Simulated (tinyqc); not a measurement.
Phase space against the mass ratio: three-phonon processes in a diatomic chain: dispersion, energy and momentum conservation, and decay channels of optical phonons. Computed by tinyqc, a small Python program. Command: `OMP_NUM_THREADS=1 python tinyqc.py 3120899 3120900 out.jsonl threeph walk`. One thread of a shared host (Intel(R) Xeon(R) Processor @ 2.30GHz), about 0.05 s of CPU time with the checks.

Cell length a, two atoms, one spring constant. x = q a/pi runs from -1 to 1; A and O are the acoustic and optical branches. Matrix elements are not computed: only conservation laws and occupation factors are followed.

Inputs (values chosen for the exercise, for a model chain): light mass m = 31 u; spring constant k = 10 eV/angstrom^2; temperature T = 50 K.

Constants: nu for 1 eV/(angstrom^2 u) = 15.6333042 THz; h x 1 THz = 4.135667696 meV; k_B = 8.617333262e-05 eV/K.

Method:
- omega^2 = k (1/m + 1/M) -/+ k sqrt((1/m + 1/M)^2 - 4 sin^2(pi x/2)/(m M)); nu = 15.6333042 THz x sqrt(omega^2) for eV/(angstrom^2 u).
- Processes for O(x): decay O -> A + A and O -> O + A with x = x' + x'' (mod 2), and absorption O + A -> O with x + x' = x'' (mod 2). Roots of the energy mismatch in x' are bracketed on 4001 points from -1 to 1 and refined. A process is umklapp (U) if the sum of wave numbers leaves (-1, 1]. Weight = occupation factor/|d mismatch/dx'|, the factor being 1 + n' + n'' for decay and n' - n'' for absorption. Pairs that differ only by exchanging two acoustic products count once, and the trivial root x' = 0 is left out.
- Total weight summed over channels and averaged over x = 0.05, 0.15, ..., 0.95, with m and k fixed; share of those x with an open channel.

Optical phonons:

| M/m | weight, A + A (1/THz) | weight, with O (1/THz) | share open |
|---|---|---|---|
| 1.1 | 0.06041 | 0 | 1.0 |
| 1.5 | 0.17851 | 0 | 1.0 |
| 2.0 | 0.11338 | 0 | 0.8 |
| 2.5 | 0.06826 | 0 | 0.5 |
| 2.9 | 0.05322 | 0 | 0.2 |
| 3.3 | 0.00000 | 0 | 0.0 |
| 3.7 | 0.00000 | 0 | 0.0 |
| 4.2 | 0.00000 | 0 | 0.0 |
| 6.0 | 0.00000 | 0 | 0.0 |

What does the comparison show, and why?

The A + A channel closes between M/m = 2.9 and 3.3 on this grid: energy conservation alone would allow it up to M/m = 4, where the optical bottom passes twice the acoustic top, but momentum must be conserved too. No channel with a second optical phonon opens at any ratio. A large gap that shuts such channels is one reason why crystals with very unequal masses can conduct heat well.
